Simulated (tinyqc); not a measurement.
Linear model of a band gap against the share of exact exchange: sweeps and comparisons. A value that a table varies takes the place of the one given here.

E(alpha) = E0 + S alpha. A wider gap screens less, modelled in the Penn form eps(alpha) = 1 + (e0 - 1)(EP/(EP + S alpha))^2 with a scale EP chosen for the exercise. A dielectric-dependent hybrid takes alpha = 1/eps.

Values chosen for the exercise (of the order of those of TiO2; not measured data): E0 = 1.94 eV (gap of the semi-local functional); S = 8.26 eV (slope dE/d(alpha)); e0 = 8.4 (optical dielectric constant at alpha = 0); EP = 12.6 eV (energy scale of the screening); Et = 3.33 eV (target gap).

## Sweep of alpha

Also the exciton scale relative to alpha = 0, (m/m(0))(eps(0)/eps)^2, with a mass proportional to E + D, D = E0/2 + 0.3 eV, a k.p rule for direct gaps only.

Results:

| alpha | E (eV) | eps | alpha eps | exciton scale |
|---|---|---|---|---|
| 0.00 | 1.940 | 8.400 | 0.000 | 1.00 |
| 0.05 | 2.353 | 7.938 | 0.397 | 1.26 |
| 0.10 | 2.766 | 7.517 | 0.752 | 1.57 |
| 0.15 | 3.179 | 7.134 | 1.070 | 1.92 |
| 0.20 | 3.592 | 6.784 | 1.357 | 2.32 |
| 0.25 | 4.005 | 6.463 | 1.616 | 2.78 |
| 0.35 | 4.831 | 5.896 | 2.063 | 3.86 |
| 0.50 | 6.070 | 5.197 | 2.599 | 5.97 |

What does this show, and why?

alpha eps reaches 1 between alpha = 0.1 and 0.15 (fixed point 0.139), and the target gap is met between 0.15 and 0.2. At the fixed point the gap is 3.08 eV, -0.25 eV from the target. From 0 to 0.25 the gap grows by 2.06 eV while eps falls by 23 %; the exciton scale, which takes both, grows by a factor of 2.78 (formal for an indirect gap).

## What each parameter does

Fixed point alpha = 1/eps(alpha), gap and eps there. Each row changes one parameter from the base and keeps the others.

Results:

| case | alpha | E (eV) | eps |
|---|---|---|---|
| base | 0.1385 | 3.084 | 7.219 |
| E0 = 2.134 eV | 0.1385 | 3.278 | 7.219 |
| S = 9.086 eV | 0.1409 | 3.220 | 7.098 |
| e0 = 9.24 | 0.1243 | 2.967 | 8.045 |
| EP = 13.86 eV | 0.1364 | 3.067 | 7.329 |

What can be read from the table?

The largest shifts from the base row, up to three for each result and ties (the steps differ in size, so this ranks the rows, not the parameters). alpha: e0 -0.0142, S +0.0024, EP -0.0021; unchanged at the printed digits by E0. E (eV): E0 +0.194, S +0.136, e0 -0.117. eps: e0 +0.826, S -0.121, EP +0.110; unchanged at the printed digits by E0.

Run: tinyqc, `OMP_NUM_THREADS=1 python tinyqc.py 1880546 1880547 out.jsonl`; Intel(R) Xeon(R) Processor @ 2.30GHz, one thread, shared host; about 0.01 s of CPU time with all checks.
